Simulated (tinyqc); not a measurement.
Worked calculation: deformation-potential model of the Delta valleys of a conduction band. Values are carried at full precision from step to step, so a last printed digit may differ when a step is redone from the rounded ones.

s11 = (C11 + C12)/((C11 - C12)(C11 + 2 C12)), s12 = -C12/((C11 - C12)(C11 + 2 C12)), s44 = 1/C44; exx = s11 sxx + s12 (syy + szz) and cyclic, exy = s44 sxy/2; tension is positive. A uniaxial stress X along the unit vector n is s_ij = X n_i n_j.

Constants: kB = 8.617333262e-05 eV/K; hbar^2/2m0 = 3.80998211 eV angstrom^2.

Parameters, chosen for this exercise (near those of Si; shifted at random, so the results belong to these values and not to a real crystal): C11 = 162.2 GPa; C12 = 64.4 GPa; C44 = 80 GPa; load = uniaxial [100] (kind of stress); X = 0.83 GPa (stress); Xd = 1.07 eV (dilation potential); Xu = 9.28 eV (uniaxial potential); T = 150 K (temperature); ml = 0.904 m0 (longitudinal mass); mt = 0.192 m0 (transverse mass).

## Strain from a uniaxial [100] stress

Form the compliances and the strain.

s11, s12, s44 (1/TPa): [7.9621, -2.2628, 12.5000]

strain tensor, rows x, y, z and columns alike:
$$\begin{pmatrix}
0.006609 & 0.000000 & 0.000000 \\
0.000000 & -0.001878 & 0.000000 \\
0.000000 & 0.000000 & -0.001878
\end{pmatrix}$$

## Valley shifts

Valleys with axes along x, y and z, each a pair at +k and -k. Herring-Vogt shift of a valley with unit axis a: dE = Xd tr(e) + Xu a.e.a. Non-degenerate shares n_i = exp(-dE_i/kT)/sum_j exp(-dE_j/kT). Inverse mass tensor of a valley: (1 - a a)/mt + a a/ml; the masses are taken as independent of strain.

Apply the Herring-Vogt formula to each valley.

Xd tr(e) = 3.05 meV

a.e.a: x 0.006609, y -0.001878, z -0.001878

shifts dE (meV): x 64.38, y -14.38, z -14.38

The lowest valleys are y and z, 78.8 meV below the highest; the mean shift over all valleys is (Xd + Xu/3) tr(e) = 11.87 meV.

## Shares of the electrons

Boltzmann factors of the shifts.

kT = 12.926 meV

shares: x 0.0011, y 0.4994, z 0.4994

effective number of valley axes, 1/(largest share) = 2.002

## Conductivity mass tensor

With one scattering time for all valleys the conductivity goes as M = sum_i n_i (inverse mass tensor of valley i); along the unit vector u, 1/m_c = u.M.u. Without stress 1/m_c = (1/ml + 2/mt)/3. Take u along [001].

M (1/m0), rows x, y, z and columns alike:
$$\begin{pmatrix}
5.204 & 0.000 & 0.000 \\
0.000 & 3.160 & 0.000 \\
0.000 & 0.000 & 3.160
\end{pmatrix}$$

m_c along [001] = 0.3165 m0
m_c without stress = 0.2604 m0

The repopulation alone changes the mobility along [001] by -17.7 %; with all electrons in the valleys lightest or heaviest along this direction it would change by +36 or -71 %.

## Effective density of states

Each of the 6 whole valleys has m_d = (ml mt^2)^(1/3) and N = 2 (m_d kT/(4 pi c))^(3/2), c = hbar^2/2m0. Counted from the lowest edge, Nc = N x 2 x sum_i exp(-(dE_i - dE_min)/kT). 1 angstrom^-3 = 1e24 cm^-3.

m_d = 0.3218 m0
N of one valley = 1.620e+18 cm^-3
Nc under stress = 6.486e+18 cm^-3
Nc without stress = 9.718e+18 cm^-3

## Piezoresistance from repopulation

For small stress d(rho)/rho = pi X. For valleys on the cube axes pi11 = -(2/3) Xu (s11 - s12)/kT x (K - 1)/(2K + 1), pi12 = -pi11/2, pi44 = 0, K = ml/mt. For stress along [110]: pi_l = (pi11 + pi12 + pi44)/2 with the current along it and pi_t = (pi11 + pi12 - pi44)/2 with the current along [1-10]. 1/GPa = 100 x 1e-11/Pa.

K = 4.708

pi11, pi12, pi44 (1e-11/Pa): [-174.2, 87.1, 0.0]

pi_l, pi_t for [110] (1e-11/Pa): [-43.6, -43.6]

Only the transfer between valleys is counted; changes of mass and of intervalley scattering add to it in a real crystal.

## Checks

- Conductivity mass at zero stress against 3/(1/ml + 2/mt): both 0.2603520.
- Piezoresistance coefficients by finite differences against the closed form: largest difference 1.2e-07.

Run: tinyqc, `OMP_NUM_THREADS=1 python tinyqc.py 1080843 1080844 out.jsonl`; Intel(R) Xeon(R) Processor @ 2.30GHz, one thread, shared host; about 0.02 s of CPU time with all checks.
